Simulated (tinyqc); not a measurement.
Which lattice a d-band metal prefers: Slater-Koster d bands of an fcc metal.

Slater-Koster d bands. For a bond with direction cosines (l, m, n) the 5 x 5 block is dds Ps + ddp Pp + ddd (1 - Ps - Pp), the projectors on sigma, pi and delta states about the bond; for instance <xy|xy> = 3 l^2 m^2 dds + (l^2 + m^2 - 4 l^2 m^2) ddp + (n^2 + l^2 m^2) ddd, <xy|yz> = 3 l m^2 n dds + l n (1 - 4 m^2) ddp + l n (m^2 - 1) ddd and <3z2-r2|3z2-r2> = (n^2 - (l^2 + m^2)/2)^2 dds + 3 n^2 (l^2 + m^2) ddp + (3/4)(l^2 + m^2)^2 ddd. H(k) sums the blocks times cos(k.R) over the neighbours; the d level is the zero of energy; k in 2 pi/a.

Mesh: k = f1 b1 + f2 b2 + f3 b3 with fractions (j + 1/2)/N, j = 0 to N - 1, and b = (-1,1,1), (1,-1,1), (1,1,-1) for fcc, (0,1,1), (1,0,1), (1,1,0) for bcc, unit vectors for simple cubic. The lowest Nd/10 of all levels are filled with two electrons each; the bond energy is their sum per atom.

Inputs chosen for the exercise (of the size met in Ru; the results hold for these values, not for the real material): dds = -1.039 eV (dd sigma); ddp = 0.675 eV (dd pi); ddd = -0.114 eV (dd delta); f2 = 0.487 (factor for second neighbours in bcc); N = 8 (mesh).

fcc has twelve neighbours, bcc eight and six (the six times f2), simple cubic six. The integrals of bcc and sc are scaled so that all three have the second moment of fcc, which stands for equal repulsion (structural energy difference theorem). s and p electrons are left out.

Bond energy per atom:

| Nd | fcc (eV) | bcc - fcc (meV) | sc - fcc (meV) |
|---|---|---|---|
| 1 | -3.706 | 256 | 55 |
| 2 | -6.332 | 137 | 84 |
| 3 | -8.267 | -138 | 360 |
| 4 | -9.397 | -370 | 528 |
| 5 | -9.593 | -104 | 539 |
| 6 | -8.954 | 364 | 85 |
| 7 | -7.585 | 488 | -322 |
| 8 | -5.586 | 239 | -662 |
| 9 | -3.011 | -174 | -639 |

scale factors: bcc 1.1285, sc 1.4142

mu3/mu2^1.5: fcc -0.250, bcc -0.238, sc 0.000

mu4/mu2^2: fcc 1.856, bcc 1.710, sc 2.167

largest change of a difference when N is raised to 14 = 61 meV

fcc is lowest for Nd = 1, 2 and 6. bcc is lowest for Nd = 3, 4 and 5. sc is lowest for Nd = 7, 8 and 9. bcc gains most on fcc at Nd = 4 (-370 meV). A small fourth moment marks a two-peaked band, which tends to favour fillings near one half; bcc has -8 % against fcc, and at Nd = 5 it lies -104 meV from fcc (differences of a few tens of meV are within the error of the mesh; hcp is left out, and this d-only model can miss the lattice of the real metal). The third moments, from three-membered rings, skew the bands. That simple cubic wins anywhere comes from keeping d bands and equal second moments alone; no transition metal takes it. Differences below about 61 meV are within the error of this mesh, and the s and p electrons left out weigh most where the d band is nearly empty or full.

Computed by tinyqc, a small Python program: `OMP_NUM_THREADS=1 python tinyqc.py 1480218 1480219 out.jsonl` (the numbers bound the seed that draws the inputs); one thread of a shared host (Intel(R) Xeon(R) Processor @ 2.30GHz), about 0.03 s for the whole set of steps.
